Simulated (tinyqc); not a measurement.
Transfer-length model of a contact: effect of the sheet resistance.

A metal contact of length d and width W on a thin layer of the same width. The metal has no resistance, the sheet resistance under it equals Rsh, and current enters the layer at the front edge x = 0.

Transfer length Lt = sqrt(rc/Rsh); front resistance Rc = (Rsh Lt/W) coth(d/Lt); end resistance Re = (Rsh Lt/W)/sinh(d/Lt).

Inputs (values chosen for the exercise): specific contact resistivity rc = 6.3e-6 ohm cm^2; contact length d = 0.44 um; contact width W = 69 um.

Result of one run:

| Lt (um) | d/Lt | Rc W (ohm um) | Re W (ohm um) |
|---|---|---|---|
| 0.4243 | 1.037 | 1912 | 1204 |

Which sheet resistance of the semiconductor layer Rsh gave this result: 13, 83, 210, 530 or 3500 ohm/sq?

Rsh = 3500 ohm/sq.

The whole series:

| Rsh (ohm/sq) | Lt (um) | d/Lt | Rc W (ohm um) | Re W (ohm um) |
|---|---|---|---|---|
| 5 | 11.22 | 0.03920 | 1433 | 1431 |
| 13 | 6.961 | 0.06321 | 1434 | 1431 |
| 33 | 4.369 | 0.1007 | 1437 | 1429 |
| 83 | 2.755 | 0.1597 | 1444 | 1426 |
| 210 | 1.732 | 0.2540 | 1462 | 1417 |
| 530 | 1.090 | 0.4036 | 1509 | 1394 |
| 1400 | 0.6708 | 0.6559 | 1631 | 1334 |
| 3500 | 0.4243 | 1.037 | 1912 | 1204 |

Rc W rises from 1430 to 1910 ohm um while Re W falls from 1430 to 1200 ohm um; for Rsh going to zero both tend to rc/d = 1430 ohm um. A larger Rsh shortens Lt and crowds the current to the front edge.

Program tinyqc, `OMP_NUM_THREADS=1 python tinyqc.py 2760137 2760138 out.jsonl`; Intel Xeon 2.30GHz, shared host, one thread, about 0.01 s.
